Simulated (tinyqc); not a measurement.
What each parameter does: Landau levels with Rashba coupling.

H = (p + eA)^2/2m + aR (sx ky - sy kx) + gs muB B sz/2. With d = 1/2 - gs m/4: E_0 = d hbar wc, and E(N, +/-) = hbar wc [N +/- sqrt(d^2 + 2 N aR^2/(l hbar wc)^2)] for N >= 1.

In a field B along z: l = 1/sqrt((e/hbar) B) is the magnetic length, n_B = B/(h/e) the number of states per area in one level, hbar wc = 2 muB B/m for mass m in m0; 1/angstrom^2 = 1e16/cm^2.

Each listed level takes n_B electrons. At zero temperature and without broadening EF sits in the partly filled level.

Constants: e/hbar = 1.519267448e-05 1/(T angstrom^2); h/e = 413566.7697 T angstrom^2; muB = 5.788381798e-05 eV/T.

Inputs chosen for the exercise (near those of an asymmetric InAs well; shifted at random, so the results belong to these values and not to a real crystal):
- m = 0.031 m0 (mass)
- gs = -10.86 (g factor)
- aR = 0.36 eV angstrom (Rashba constant)
- B = 11.8 T (magnetic field)
- n = 8.6 x 1e11/cm^2 (electron sheet density)

The second and third levels from below, nu = n/n_B, and EF.

Results for these values:
```
case  second level (meV)  third level (meV)    nu  EF (meV)
base               25.74              60.64  3.01     70.70
```

What happens to each result for aR = 0.306 eV angstrom, all else kept?

Answer: second level does not change at the printed digits; third level rises from 60.64 to 61.12; nu does not change at the printed digits; EF falls from 70.70 to 70.45.

The same for each parameter in turn:
```
case                    second level (meV)  third level (meV)    nu  EF (meV)
base                                 25.74              60.64  3.01     70.70
B = 10 T                             21.82              51.14  3.56     60.04
m = 0.0263 m0                        29.68              72.68  3.01     82.39
gs = -9.23                           25.19              61.17  3.01     70.16
aR = 0.306 eV angstrom               25.74              61.12  3.01     70.45
n = 7.31 x 1e11/cm^2                 25.74              60.64  2.56     60.64
```

Run: tinyqc, `OMP_NUM_THREADS=1 python tinyqc.py 1251634 1251635 out.jsonl`; Intel(R) Xeon(R) Processor @ 2.30GHz, one thread, shared host; about 0.01 s of CPU time with all checks.
